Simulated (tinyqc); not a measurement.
Worked calculation: sheet resistance and Hall data of a diffused or implanted layer. Computed by tinyqc, a small Python program that keeps every step. Command: `OMP_NUM_THREADS=1 python tinyqc.py 3021435 3021436 out.jsonl layer walk`. One thread of a shared host (Intel(R) Xeon(R) Processor @ 2.30GHz), about 0.02 s of CPU time with the checks. Intermediate numbers are printed to about 7 digits and carried at full precision; extremes and crossings named in words are read from the listed rows.

Carriers are taken equal to the net active doping down to the junction (full ionisation, which deep dopants in wide-gap hosts do not reach; no spill-over, no depletion), and the Hall factor is 1.

Inputs (values chosen for the exercise, modelled on donors in germanium):

| quantity | value | unit |
|---|---|---|
| mu_min | 305 | cm^2/(V s) |
| mu_max | 3990 | cm^2/(V s) |
| N_ref | 1.3e+17 | 1/cm^3 |
| exponent alpha | 0.53 | - |
| peak concentration N_0 | 8.9e+19 | 1/cm^3 |
| length scale l | 10 | nm |
| background doping N_B (opposite type) | 5e+14 | 1/cm^3 |
| probe current I | 0.1 | mA |
| magnetic field B | 0.3 | T |
| solubility limit N_s | 5.6e+19 | 1/cm^3 |

Profile: Gaussian at the surface. Activation: limited by solubility.

Constants: e = 1.602176634e-19 C.

## Dose and junction depth

N(x) = N_0 exp(-x^2/l^2), dose N_0 l sqrt(pi)/2, junction x_j = l sqrt(ln(N_0/N_B)).

dose = 7.887420e+13 1/cm^2

junction depth x_j = 34.77001 nm

## Profile

Mobility mu = mu_min + (mu_max - mu_min)/(1 + (N_t/N_ref)^alpha), N_t = active doping + N_B; carriers n = active doping - N_B, active doping min(N, N_s). sigma = e n mu.

Depth, doping, carriers, mobility and conductivity at 2, 10, 20, 35, 50, 65, 80, 90 and 98 % of the layer:

| x (nm) | N (1/cm^3) | n (1/cm^3) | mu (cm^2/(V s)) | sigma (S/cm) |
|---|---|---|---|---|
| 0.69540 | 8.857065e+19 | 5.599950e+19 | 447.293 | 4.013161e+03 |
| 3.47700 | 7.886527e+19 | 5.599950e+19 | 447.293 | 4.013161e+03 |
| 6.95400 | 5.487483e+19 | 5.487433e+19 | 448.772 | 3.945529e+03 |
| 12.16950 | 2.024014e+19 | 2.023964e+19 | 542.465 | 1.759078e+03 |
| 17.38501 | 4.332963e+18 | 4.332463e+18 | 802.029 | 5.567181e+02 |
| 22.60051 | 5.383783e+17 | 5.378783e+17 | 1484.309 | 1.279142e+02 |
| 27.81601 | 3.882587e+16 | 3.832587e+16 | 2712.510 | 1.665612e+01 |
| 31.29301 | 4.972214e+15 | 4.472214e+15 | 3410.596 | 2.443786e+00 |
| 34.07461 | 8.070243e+14 | 3.070243e+14 | 3693.987 | 1.817099e-01 |

The mobility varies by a factor 8.3 across these points and the conductivity by 22100.

## Sheet values

Integrals from x_0 (0 unless stated) to x_j by the midpoint rule on 400 even intervals: 1/R_s = e int n mu dx; sheet density n_s = int n dx; Hall sheet density (int n mu dx)^2/int n mu^2 dx; Hall mobility int n mu^2 dx/int n mu dx. Mean conductivity 1/(R_s x_j); mean mobility 1/(e n_s R_s).

sheet resistance R_s = 200.1297 ohm

sheet density n_s = 6.459711e+13 1/cm^2

mean mobility = 482.7974 cm^2/(V s)

Hall sheet density = 6.169294e+13 1/cm^2

Hall mobility = 505.5249 cm^2/(V s)

mean conductivity 1/(R_s x_j) = 1437.089 S/cm

Carriers amount to 81.9 % of the dose, the rest being above the solubility limit or compensated. A Hall measurement weights the mobile tail and reports 95.5 % of n_s.

## What the probes read

Collinear four-point probe on a large thin layer: V = I R_s ln(2)/pi. Van der Pauw on a symmetric sample: R = R_s ln(2)/pi as well. Hall voltage V_H = I B/(e x Hall sheet density); tangent of the Hall angle V_H/(I R_s).

four-point voltage = 4.415574 mV

Hall voltage = 0.3035117 mV

tangent of the Hall angle = 0.01516575

## Shortcuts against the integral

Shortcuts: R_s = 1/(e Q mu) with the dose Q and the mobility at the (active) peak concentration; 1/(e n_s mu) with mu at N_t = n_s/x_j + N_B; 1/(e Q mu_max).

Sheet resistances:

| method | R_s (ohm) | deviation (%) |
|---|---|---|
| integral | 200.1297 | 0.00000 |
| dose, mobility at the peak | 176.9141 | -11.60026 |
| n_s, mobility at the mean concentration | 174.8014 | -12.65595 |
| dose, mu_max | 19.8327 | -90.09008 |

The closest shortcut is «dose, mobility at the peak» (-11.6 %). Counting inactive dopants as carriers underestimates R_s.

## Stripping the layer step by step

After removing a depth d the integrals start at d. Differences between neighbouring rows give the local conductivity -d(1/R_s)/dx at the middle of the slice (the last slice uses one more step, not listed).

Differential sheet resistance:

| removed d (nm) | R_s (ohm) | slice conductivity (S/cm) | sigma at mid-slice (S/cm) |
|---|---|---|---|
| 0.0 | 2.001297e+02 | 4013.164 | 4013.161 |
| 3.5 | 2.783847e+02 | 4010.738 | 4013.161 |
| 7.0 | 4.569562e+02 | 3131.817 | 3122.664 |
| 10.5 | 9.155349e+02 | 1753.452 | 1732.230 |
| 14.0 | 2.089648e+03 | 842.570 | 824.545 |
| 17.5 | 5.445145e+03 | 353.852 | 343.194 |
| 21.0 | 1.672197e+04 | 127.221 | 121.855 |
| 24.5 | 6.546952e+04 | 35.940 | 33.481 |

R_s doubles after removing between 3.50 and 7.00 nm of a layer 34.8 nm deep, so half the current flows above that depth. Where sigma exceeds a tenth of its largest listed value, the slice values agree with it within 3 %.

Checks made by the program: conductance integral against adaptive quadrature (relative difference 3e-07).
